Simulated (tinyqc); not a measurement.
Electron-beam lithography: double-Gaussian proximity function, edge placement and dose correction for parallel lines: one step, computed by the program tinyqc.

Lines are infinitely long. Absorbed energy is counted so that the middle of a very large area written at dose 1 receives 1; the resist develops where it exceeds 1/2.

Problem. Shot noise and writing time. With dose = d_s D0: electrons per pixel N = dose x pixel area/e; relative noise 1/sqrt(N); time per cm^2 of pattern area = dose x density/current; pixel rate = current/(dose x pixel area).

Inputs (values chosen for the exercise, of the order of those for 20 keV electrons in resist on silicon): beam current = 26 nA; pixel size = 4 nm; pattern density around the test line = 0.49.

dose = 483.3900 microcoulomb/cm^2

Constants: e = 1.602176634e-19 C.

Give: electrons per pixel; shot noise; writing time per cm^2; pixel rate.

Solution.

electrons per pixel = 482.7

shot noise = 4.551 %

writing time per cm^2 = 2.531 h

pixel rate = 336.2 MHz
